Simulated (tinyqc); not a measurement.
Worked calculation: donor level screened by free carriers (Yukawa potential). Values are carried at full precision from step to step, so a last printed digit may differ when a step is redone from the rounded ones.

Screening wave number: Debye ks^2 = 4 pi q n/(eps kB T); Thomas-Fermi ks^2 = 6 pi q n/(eps EF) with EF = c (3 pi^2 n/gv)^(2/3)/m, c = hbar^2/2m0; the two are joined by 1/ks^2 = sqrt(1/ks_D^4 + 1/ks_TF^4). 1e18/cm^3 = 1e-6/angstrom^3, q = e^2/(4 pi eps0).

Constants: e^2/(4 pi eps0) = 14.39964547 eV angstrom; kB = 8.617333262e-05 eV/K; hbar^2/2m0 = 3.80998211 eV angstrom^2; Ry = 13.60569312 eV; a0 (Bohr radius) = 0.5291772105 angstrom.

Values chosen for the exercise (near those of a donor in Si, with one mean mass; shifted at random, so the results belong to these values and not to a real crystal):

| symbol | value | unit | meaning |
|---|---|---|---|
| m | 0.308 | m0 | mass |
| eps | 11.8 |  | dielectric constant |
| gv | 6 |  | valleys |
| T | 400 | K | temperature |
| n | 1.3 | x 1e18/cm^3 | free-carrier density |

## Units and screening length

Give Ry* = Ry m/eps^2, a* = a0 eps/m, EF, the three values of ks, and x = ks a*.

Ry* = 30.096 meV
a* = 20.27 angstrom
EF = 4.27 meV

ks: Debye, Thomas-Fermi, joined (1/angstrom): 0.02405  0.08368  0.02401

x = 0.4867

EF/kB T = 0.12, so the Debye value, the smaller one, controls the screening.

## One-parameter trial function

Potential -(q/(eps r)) exp(-ks r), q = e^2/(4 pi eps0). In units Ry* = Ry m/eps^2 and a* = a0 eps/m the problem is [-Laplacian - 2 exp(-x r)/r] psi = E psi with x = ks a*.

For exp(-z r): E(z) = z^2 - 8 z^3/(2z + x)^2 in Ry*. Scan z = 0.5, 0.6, ..., 1.1, then minimise; first order gives -1 + 2x.

Scan (Ry*):

| z | kinetic | potential | E |
|---|---|---|---|
| 0.5 | 0.2500 | -0.4524 | -0.2024 |
| 0.6 | 0.3600 | -0.6074 | -0.2474 |
| 0.7 | 0.4900 | -0.7708 | -0.2808 |
| 0.8 | 0.6400 | -0.9406 | -0.3006 |
| 0.9 | 0.8100 | -1.1153 | -0.3053 |
| 1.0 | 1.0000 | -1.2937 | -0.2937 |
| 1.1 | 1.2100 | -1.4751 | -0.2651 |

best z = 0.879
E = -0.3056 Ry*
binding = 9.20 meV

First order in x would give -0.027 Ry*, a rigid shift by q ks/eps; it overstates the loss of binding by 0.279 Ry*.

## Converged levels

Converged values use 18 functions exp(-z r), z = 1.55^i, i = -11 to 6: S = 2/A^3, H = z_i z_j S - 2/(A + x)^2, A = z_i + z_j.

The 1s and 2s levels and the mean radius.

1s = -0.3086 Ry*
binding = 9.29 meV
<r> = 36.3 angstrom
second root = 0.0000 Ry*

The trial function misses by 0.0030 Ry*. Screening leaves 31 % of the bare binding, 0.27 kB T. 2s is no longer bound (it unbinds at x = 0.310).

## Checks

- 1s at x = 0.5 against the known -0.29623 Ry*: both -0.29623.
- 1s at x = 0 against -1: both -1.00000.

Computed by tinyqc, a small Python program: `OMP_NUM_THREADS=1 python tinyqc.py 1250018 1250019 out.jsonl` (the numbers bound the seed that draws the inputs); one thread of a shared host (Intel(R) Xeon(R) Processor @ 2.30GHz), about 0.02 s for the whole set of steps.
